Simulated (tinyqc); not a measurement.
Slope factor and drain-induced lowering from three currents.

Problem. With source and body at 0 V, I = A exp((Vg + dd Vd)/(nf Vt)) (1 - exp(-Vd/Vt)). Find nf, the swing nf Vt ln 10 and dd.

Values chosen for this exercise:
```
symbol  value  unit      meaning
T         300     K  temperature
```

Constants: q = 1.602176634e-19 C, kB = 1.380649e-23 J/K, Vt = kB T/q. Results are converted to the units shown.

currents at (Vg, Vd) = (0, 0.05), (0, 0.9) and (0.1, 0.9) V (nA/um): [0.0044443866, 0.21271959, 4.8148923]

Answer. The pair at equal Vd gives nf; the pair at equal Vg, after dividing out the factors 1 - exp(-Vd/Vt), gives dd.

nf = 1.24
swing = 73.8 mV/decade
dd = 0.140

tinyqc, about 0.03 s, one thread, Intel Xeon 2.30GHz (shared host): `OMP_NUM_THREADS=1 python tinyqc.py 2242003 2242004 out.jsonl`
